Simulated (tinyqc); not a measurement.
Empirical pseudopotential in a few plane waves, step by step. One step of it, computed by the program tinyqc.

Problem. Bloch Hamiltonian at k. Basis: the 15 shortest G (labels in 2 pi/a), the same at every k. H(G,G') = c |k + G|^2 delta + VS(|G-G'|^2) cos((G-G').tau) + i VA sin((G-G').tau), tau = a/8 (1,1,1); 1 Ry = 13.605693 eV.

Parameters chosen for this model: fcc lattice, atoms at +/- a/8 (1,1,1); form factors in rydberg at |G|^2 in units of (2 pi/a)^2:
```
parameter                 value      unit
a                      5.690000  angstrom
VS(3)                 -0.232000        Ry
VS(8)                 -0.010000        Ry
VS(11)                 0.062000        Ry
VA(3)                  0.118000        Ry
VA(4)                  0.031000        Ry
VA(11)                 0.034000        Ry
hbar^2/2m (2 pi/a)^2   4.645775        eV
```

k point k (2 pi / a): [0.530000, 0.320000, -0.010000]

Give: H(k) at k.

Solution.

H(k) at k (eV), order +0+0+0, -1-1-1, -1-1+1, -1+1-1, -1+1+1, +1-1-1, +1-1+1, +1+1-1, +1+1+1, -2+0+0, +0-2+0, +0+0-2, +0+0+2, +0+2+0, +2+0+0:
```
[[1.7812, 2.2320+1.1352i, -2.2320+1.1352i, -2.2320+1.1352i, -2.2320-1.1352i, -2.2320+1.1352i, -2.2320-1.1352i, -2.2320-1.1352i, 2.2320-1.1352i, 0.0000+0.4218i, 0.0000+0.4218i, 0.0000+0.4218i, 0.0000-0.4218i, 0.0000-0.4218i, 0.0000-0.4218i],
 [2.2320-1.1352i, 7.9136, 0.0000-0.4218i, 0.0000-0.4218i, 0.1361, 0.0000-0.4218i, 0.1361, 0.1361, 0.0000, -2.2320-1.1352i, -2.2320-1.1352i, -2.2320-1.1352i, -0.5965+0.3271i, -0.5965+0.3271i, -0.5965+0.3271i],
 [-2.2320-1.1352i, 0.0000+0.4218i, 7.7278, -0.1361, 0.0000-0.4218i, -0.1361, 0.0000-0.4218i, 0.0000, 0.1361, -2.2320+1.1352i, -2.2320+1.1352i, 0.5965+0.3271i, 2.2320-1.1352i, -0.5965-0.3271i, -0.5965-0.3271i],
 [-2.2320-1.1352i, 0.0000+0.4218i, -0.1361, 13.8602, 0.0000-0.4218i, -0.1361, 0.0000, 0.0000-0.4218i, 0.1361, -2.2320+1.1352i, 0.5965+0.3271i, -2.2320+1.1352i, -0.5965-0.3271i, 2.2320-1.1352i, -0.5965-0.3271i],
 [-2.2320+1.1352i, 0.1361, 0.0000+0.4218i, 0.0000+0.4218i, 13.6744, 0.0000, -0.1361, -0.1361, 0.0000-0.4218i, 2.2320+1.1352i, -0.5965+0.3271i, -0.5965+0.3271i, -2.2320-1.1352i, -2.2320-1.1352i, 0.5965-0.3271i],
 [-2.2320-1.1352i, 0.0000+0.4218i, -0.1361, -0.1361, 0.0000, 17.7627, 0.0000-0.4218i, 0.0000-0.4218i, 0.1361, 0.5965+0.3271i, -2.2320+1.1352i, -2.2320+1.1352i, -0.5965-0.3271i, -0.5965-0.3271i, 2.2320-1.1352i],
 [-2.2320+1.1352i, 0.1361, 0.0000+0.4218i, 0.0000, -0.1361, 0.0000+0.4218i, 17.5768, -0.1361, 0.0000-0.4218i, -0.5965+0.3271i, 2.2320+1.1352i, -0.5965+0.3271i, -2.2320-1.1352i, 0.5965-0.3271i, -2.2320-1.1352i],
 [-2.2320+1.1352i, 0.1361, 0.0000, 0.0000+0.4218i, -0.1361, 0.0000+0.4218i, -0.1361, 23.7092, 0.0000-0.4218i, -0.5965+0.3271i, -0.5965+0.3271i, 2.2320+1.1352i, 0.5965-0.3271i, -2.2320-1.1352i, -2.2320-1.1352i],
 [2.2320+1.1352i, 0.0000, 0.1361, 0.1361, 0.0000+0.4218i, 0.1361, 0.0000+0.4218i, 0.0000+0.4218i, 23.5234, -0.5965-0.3271i, -0.5965-0.3271i, -0.5965-0.3271i, -2.2320+1.1352i, -2.2320+1.1352i, -2.2320+1.1352i],
 [0.0000-0.4218i, -2.2320+1.1352i, -2.2320-1.1352i, -2.2320-1.1352i, 2.2320-1.1352i, 0.5965-0.3271i, -0.5965-0.3271i, -0.5965-0.3271i, -0.5965+0.3271i, 10.5152, -0.1361, -0.1361, 0.1361, 0.1361, 0.0000],
 [0.0000-0.4218i, -2.2320+1.1352i, -2.2320-1.1352i, 0.5965-0.3271i, -0.5965-0.3271i, -2.2320-1.1352i, 2.2320-1.1352i, -0.5965-0.3271i, -0.5965+0.3271i, -0.1361, 14.4177, -0.1361, 0.1361, 0.0000, 0.1361],
 [0.0000-0.4218i, -2.2320+1.1352i, 0.5965-0.3271i, -2.2320-1.1352i, -0.5965-0.3271i, -2.2320-1.1352i, -0.5965-0.3271i, 2.2320-1.1352i, -0.5965+0.3271i, -0.1361, -0.1361, 20.5501, 0.0000, 0.1361, 0.1361],
 [0.0000+0.4218i, -0.5965-0.3271i, 2.2320+1.1352i, -0.5965+0.3271i, -2.2320+1.1352i, -0.5965+0.3271i, -2.2320+1.1352i, 0.5965+0.3271i, -2.2320-1.1352i, 0.1361, 0.1361, 0.0000, 20.1785, -0.1361, -0.1361],
 [0.0000+0.4218i, -0.5965-0.3271i, -0.5965+0.3271i, 2.2320+1.1352i, -2.2320+1.1352i, -0.5965+0.3271i, 0.5965+0.3271i, -2.2320+1.1352i, -2.2320-1.1352i, 0.1361, 0.0000, 0.1361, -0.1361, 26.3109, -0.1361],
 [0.0000+0.4218i, -0.5965-0.3271i, -0.5965+0.3271i, -0.5965+0.3271i, 0.5965+0.3271i, 2.2320+1.1352i, -2.2320+1.1352i, -2.2320+1.1352i, -2.2320-1.1352i, 0.0000, 0.1361, 0.1361, -0.1361, -0.1361, 30.2133]]
```
